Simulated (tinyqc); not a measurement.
What each parameter does: two-band massive Dirac model of the K valleys.

Basis (conduction, valence): H = [[D/2, a t (tau kx - i ky)], [a t (tau kx + i ky), -D/2 + lam tau sz]], valley tau = +/-1, spin sz = +/-1. The gap of a spin and valley is G = D - lam tau sz. Berry curvature Omega = curl of i<u|grad u>; for the conduction band Omega_c = -tau 2 a^2 t^2 G/(G^2 + 4 a^2 t^2 k^2)^(3/2), and Omega_v = -Omega_c.

Constants: hbar^2/2m0 = 3.80998211 eV angstrom^2.

Inputs chosen for the exercise (near those used for monolayer MoS2; the results hold for these values, not for the real material):

| symbol | value | unit | meaning |
|---|---|---|---|
| a | 3.201 | angstrom | lattice constant |
| D | 1.67 | eV | gap parameter |
| t | 1.17 | eV | effective hopping |
| lam | 0.068 | eV | half the valence spin splitting |

Flavour tau = sz = +1 at k = 0: gap G, mass c G/(a t)^2 with c = hbar^2/2m0, Omega_c, and the B - A splitting 2 lam.

Results for these values:

| case | G (eV) | mass (m0) | Omega_c (angstrom^2) | B - A (eV) |
|---|---|---|---|---|
| base | 1.6020 | 0.4352 | -10.931 | 0.1360 |

What happens to each result for a = 3.265 angstrom, all else kept?

Answer: G does not change at the printed digits; mass falls from 0.4352 to 0.4183; Omega_c falls from -10.931 to -11.372; B - A does not change at the printed digits.

The same for each parameter in turn:

| case | G (eV) | mass (m0) | Omega_c (angstrom^2) | B - A (eV) |
|---|---|---|---|---|
| base | 1.6020 | 0.4352 | -10.931 | 0.1360 |
| a = 3.265 angstrom | 1.6020 | 0.4183 | -11.372 | 0.1360 |
| D = 1.837 eV | 1.7690 | 0.4805 | -8.964 | 0.1360 |
| t = 1.287 eV | 1.6020 | 0.3596 | -13.226 | 0.1360 |
| lam = 0.102 eV | 1.5680 | 0.4259 | -11.410 | 0.2040 |

The mass goes as G/(a t)^2 and the curvature as (a t)^2/G^2, so their product is -2c/G.

tinyqc: `OMP_NUM_THREADS=1 python tinyqc.py 1450810 1450811 out.jsonl`; about 0.01 s, one thread, shared Intel(R) Xeon(R) Processor @ 2.30GHz.
